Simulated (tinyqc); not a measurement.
Size of the basis: round or elliptic silicon nanowire with anisotropic valleys (Ritz method).

Wire along x = [100] on a (001) wafer, y = [010], z = [001]. Valley groups, two valleys each (w = inverse masses): A, axis along z: w_y = 1/mt, w_z = 1/ml, m_x = mt; B, axis along y: w_y = 1/ml, w_z = 1/mt, m_x = mt; C, axis along x: w_y = w_z = 1/mt, m_x = ml.

Hard wall on the ellipse (y/a)^2 + (z/b)^2 = 1, c = hbar^2/2m0. With u = y/a, v = z/b the operator is -c [(w_y/a^2) d2/du2 + (w_z/b^2) d2/dv2] on the unit disc. Basis (1 - u^2 - v^2) u^i v^j; S, X and Y are the disc integrals of f f', (df/du)(df'/du) and (df/dv)(df'/dv), from the integral of u^p v^q = 2 Gamma((p+1)/2) Gamma((q+1)/2)/((p + q + 2) Gamma((p+q+2)/2)) for even p, q; H = c (w_y X/a^2 + w_z Y/b^2).

Constants: hbar^2/2m0 = 3.80998211 eV angstrom^2.

Inputs chosen for the exercise (near those of a Si nanowire; the results hold for these values, not for the real material): ml = 0.907 m0 (longitudinal mass); mt = 0.193 m0 (transverse mass); a = 34 angstrom (semi-axis along y); b = 18 angstrom (semi-axis along z).

Lowest level of each group with 1, 3, 6 and 21 even functions.

Levels (meV):
```
functions      A       B       C
1          90.13  193.69  234.02
3          86.84  178.30  223.18
6          86.82  177.22  223.05
21         86.82  177.18  223.05
```

What can be read from this table?

One function errs by 3.8 % for A, 9.3 % for B and 4.9 % for C, six by 1.7e-05, 0.04 and 0.00051 meV. The error grows with the axis ratio of the stretched ellipse (1.15, 4.09, 1.89); for a circle it is 6/5.783 - 1 = 3.7 %.

(tinyqc, `OMP_NUM_THREADS=1 python tinyqc.py 1281108 1281109 out.jsonl`, Intel(R) Xeon(R) Processor @ 2.30GHz, 1 thread, shared host, about 0.05 s.)
